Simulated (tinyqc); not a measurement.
Worked calculation: one-electron ion in a basis of Gaussians. One step of it, computed by the program tinyqc.

Task: Matrices over normalised Gaussians. With p = a_i + a_j and I(k) = Gamma((k+1)/2) / (2 p^((k+1)/2)): S = I(2l+2), T = (2l+3) a_i a_j S / p, V = -Z I(2l+1), each divided by sqrt(S_ii S_jj).

exponents of r^l exp(-a r^2) (1/bohr^2): 0.262900  1.166000  5.171000

Z = 4

l = 1

Give: S; T; V.

Result:

S, lower triangle:
```
        1       2       3
1  1.0000
2  0.5287  1.0000
3  0.1206  0.5287  1.0000
```

T (hartree), lower triangle:
```
        1       2        3
1  0.6573
2  0.5671  2.9150
3  0.1509  2.5152  12.9275
```

V (hartree), lower triangle:
```
         1        2        3
1  -2.1819
2  -1.9015  -4.5950
3  -0.8462  -4.0047  -9.6767
```
